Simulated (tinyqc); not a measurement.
Hall effect and magnetoresistance of several carrier groups with constant relaxation times: one step, computed by the program tinyqc. Command: `OMP_NUM_THREADS=1 python tinyqc.py 3018553 3018554 out.jsonl hall2 walk`. One thread of a shared host (Intel(R) Xeon(R) Processor @ 2.30GHz), about 0.01 s of CPU time with the checks.

Group 1 has charge -e and group 2 charge +e; s_i is that sign. B lies along z; mu B is formed with mu in m^2/(V s).

Question. Conductivity of each group. sigma_xx = sum n_i e mu_i/(1 + mu_i^2 B^2); sigma_xy = sum s_i n_i e mu_i^2 B/(1 + mu_i^2 B^2).

Inputs (values chosen for the exercise, for a model conductor):

| quantity | value | unit |
|---|---|---|
| density n1 | 1.2e+13 | 1/cm^2 |
| mobility mu1 | 3700 | cm^2/(V s) |
| density n2 | 9.1e+11 | 1/cm^2 |
| mobility mu2 | 280 | cm^2/(V s) |
| magnetic field B | 0.13 | T |

Carriers: electrons and holes. Densities: per area (a thin layer).

Constants: e = 1.602176634e-19 C.

Give: Parts (S); sigma_xx; sigma_xy; sigma at B = 0.

Answer.

Parts (S):

| group | mu B | sigma_xx | sigma_xy |
|---|---|---|---|
| group 1 | 0.0481 | 0.007097 | -3.414e-04 |
| group 2 | 0.00364 | 4.082e-05 | 1.486e-07 |

sigma_xx = 0.007138 S

sigma_xy = -3.412e-04 S

sigma at B = 0 = 0.007154 S
